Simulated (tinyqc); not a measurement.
Thickness and doping from the maximum and minimum capacitance.

Problem. A MOS capacitor has Cmax = Cox = eps0 eox/tox and 1/Cmin = 1/Cox + Wm/(eps0 eps_r), with Wm = sqrt(4 eps0 eps_r Vt ln(N/ni)/(q N)) and N well above ni. Find tox, Wm and N.

Values chosen for this exercise; band and dielectric values those of a made-up semiconductor: temperature T = 273 K; relative permittivity eps_r = 12.6; relative permittivity of the gate insulator (close to hafnium oxide) eox = 22.

Constants: q = 1.602176634e-19 C, kB = 1.380649e-23 J/K, Vt = kB T/q, eps0 = 8.8541878128e-14 F/cm where lengths are in cm. Results are converted to the units shown.

Cmax = 0.30919386 uF/cm^2
Cmin = 0.012458209 uF/cm^2
ni = 9.4964636e5 cm^-3

Answer. Cmax gives tox and the series difference Wm. N follows by iterating N = 4 eps0 eps_r Vt ln(N/ni)/(q Wm^2); ln(N/ni)/N falls steadily for N > e ni, so there is one root in that range.

tox = 63.0 nm
Wm = 859 nm
N = 1.90e15 cm^-3

tinyqc, about 0.01 s, one thread, Intel Xeon 2.30GHz (shared host): `OMP_NUM_THREADS=1 python tinyqc.py 2060128 2060129 out.jsonl`
